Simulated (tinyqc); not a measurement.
Anneal temperature: kinetics of strain relaxation and threading dislocations in mismatched semiconductor layers. Computed by tinyqc, a small Python program. Command: `OMP_NUM_THREADS=1 python tinyqc.py 3006694 3006695 out.jsonl threading walk`. One thread of a shared host (Intel(R) Xeon(R) Processor @ 2.30GHz), about 0.01 s of CPU time with the checks.

60-degree dislocations on {111} planes of a (001) layer, isotropic elasticity. The Schmid factor is 1/sqrt(6), and a misfit segment relieves strain with b/2.

Inputs (values chosen for the exercise, modelled on Si(0.7)Ge(0.3) on Si):

| quantity | value | unit |
|---|---|---|
| misfit f | 0.012 | - |
| shear modulus G | 60.7 | GPa |
| Poisson ratio nu | 0.27 | - |
| Burgers vector b | 3.89 | angstrom |
| glide activation energy Q | 2 | eV |
| velocity prefactor v0 | 26000 | m/s per MPa |
| layer thickness h | 62 | nm |
| anneal temperature T | 910 | K |
| anneal time t | 26 | s |
| initial thread density rho_0 | 3.9e+06 | 1/cm^2 |
| multiplication constant delta | 8400 | 1/m |

Sources: fixed density of threads.

Constants: k_B = 8.617333262e-05 eV/K.

Method:
- Excess resolved stress tau = (1/sqrt 6) [2 G (1 + nu)/(1 - nu)] (e - e_eq), e_eq = b (1 - nu/4) [ln(h/b) + 1]/(4 pi (1 + nu) h), the Matthews-Blakeslee strain of an uncapped layer; glide velocity v = v0 tau exp(-Q/(k_B T)), tau in MPa.
- Threads run in two directions, so de/dt = -(b/4) rho v, with rho fixed. With x = e - e_eq, x0 = f - e_eq (fully strained at t = 0) and v = m S x (m the mobility, S x = tau): x = x0 exp(-t/t_r), t_r = 4/(b rho_0 m S).
- The half time is that at which x = x0/2.

half time = 9.72097 s

excess stress tau = 842.767 MPa

equilibrium strain e_eq = 0.00222575

After the time t:

| T (K) | first velocity (micrometre/s) | relieved (%) | threads (1/cm^2) | half time (s) |
|---|---|---|---|---|
| 746 | 6.7486e-01 | 0.679 | 3.90e+06 | 2.6469e+03 |
| 776 | 2.2468e+00 | 2.241 | 3.90e+06 | 7.9505e+02 |
| 812 | 8.4612e+00 | 8.182 | 3.90e+06 | 2.1112e+02 |
| 841 | 2.2671e+01 | 20.446 | 3.90e+06 | 7.8791e+01 |
| 876 | 6.8287e+01 | 49.789 | 3.90e+06 | 2.6159e+01 |
| 900 | 1.3841e+02 | 75.252 | 3.90e+06 | 1.2906e+01 |
| 933 | 3.4459e+02 | 96.908 | 3.90e+06 | 5.1839e+00 |
| 988 | 1.3763e+03 | 100.000 | 3.90e+06 | 1.2979e+00 |

What follows from these numbers?

The half time follows exp(Q/(k_B T)), a decade for each 76 K near 876 K. Relief goes from 20 % at 841 K to 75.3 % at 900 K: with a fixed density the onset is gradual, and more threads relax the layer sooner. Caution: rows with more than 50 % relieved leave out blocking by crossing misfit lines, which slows real layers.

Extremes, crossings and ranges named in words are read from the listed rows.
